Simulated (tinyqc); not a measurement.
Band-to-band tunnelling and avalanche in a reverse-biased abrupt junction. Changing the temperature T. Computed by tinyqc, a small Python program. Command: `OMP_NUM_THREADS=1 python tinyqc.py 3018248 3018249 out.jsonl zener sweep`. One thread of a shared host (Intel(R) Xeon(R) Processor @ 2.30GHz), about 0.02 s of CPU time with the checks.

Direct Kane tunnelling in the local field (for indirect gaps the mass is an effective fit) and one ionisation coefficient for both carriers. N is the doping of the light side, or N_A N_D/(N_A + N_D) for the symmetric junction; the built-in voltage is taken as E_g/e.

Inputs (values chosen for the exercise, modelled on silicon): band gap at 300 K, E_g = 1.15 eV; gap narrowing with temperature, -dE_g/dT = 0.29 meV/K; reduced tunnelling mass m_r = 0.22 m_0; permittivity eps = 11.7; ionisation prefactor a = 1.1e+06 1/cm; ionisation field at 300 K, b = 1.53e+06 V/cm; relative rise of b with temperature = 6.2 1e-4/K; effective doping N = 9.6e+17 1/cm^3; reverse bias V_R = 2.9 V; current density that defines tunnel breakdown, J_0 = 0.1 A/cm^2.

Junction: one-sided.

Constants: eps_0 = 8.8541878128e-12 F/m; e = 1.602176634e-19 C; m_0 = 9.1093837015e-31 kg; hbar = 1.054571817e-34 J s.

Method:
- E_g(T) = E_g - (T - 300 K)(-dE_g/dT); b(T) = b [1 + (rise)(T - 300 K)]; w = sqrt(2 eps eps_0 (V_R + E_g/e)/(e N)); F_m = 2 (V_R + E_g/e)/w; the field falls linearly from F_m to 0 across w.
- Kane: G(F) = A F^2 exp(-B/F), A = e^2 sqrt(m_r)/(18 pi hbar^2 sqrt(E_g)), B = pi sqrt(m_r) E_g^(3/2)/(2 e hbar), SI units; J = e int G dx x V_R/(V_R + E_g/e), the last factor making J vanish at zero bias; int G dx = (w/F_m) int_0^F_m G dF by 64 Gauss-Legendre points.
- Avalanche: I = (w/F_m) int_0^F_m a exp(-b/F) dF by 64 Gauss-Legendre points, M = 1/(1 - I), breakdown at I = 1.
- V_Z solves J = J_0 and V_A solves I = 1; the lower one is the breakdown voltage; temperature coefficients by a central difference of +/- 10 K.

One run for each value:
```
temperature T (K)  tunnel current density (A/cm^2)  tunnel breakdown V_Z (V)  avalanche breakdown V_A (V)
150                                     2.3629e-07                    8.5166                       3.4777
200                                     4.0449e-07                    8.2214                       3.6938
250                                     6.9134e-07                    7.9326                       3.9125
300                                     1.1798e-06                    7.6500                       4.1336
350                                     2.0101e-06                    7.3737                       4.3572
400                                     3.4194e-06                    7.1036                       4.5831
450                                     5.8072e-06                    6.8395                       4.8115
```

Over the rows, tunnel current density (A/cm^2) rises from 2.36e-7 to 5.81e-6 (exponent d ln y / d ln x 1.9 between the first rows and 4.5 between the last); tunnel breakdown V_Z (V) falls from 8.52 to 6.84 (exponent d ln y / d ln x -0.12 between the first rows and -0.32 between the last); avalanche breakdown V_A (V) rises from 3.48 to 4.81 (exponent d ln y / d ln x 0.21 between the first rows and 0.41 between the last). J changes by a factor 24.6 over 300 K, only through E_g; a current activated by half the gap at 300 K would change by about 1e13.

Caution (all rows): V_A is below about 5 E_g/e, where the local law understates it, since it ignores the distance a carrier needs to reach the ionisation energy.
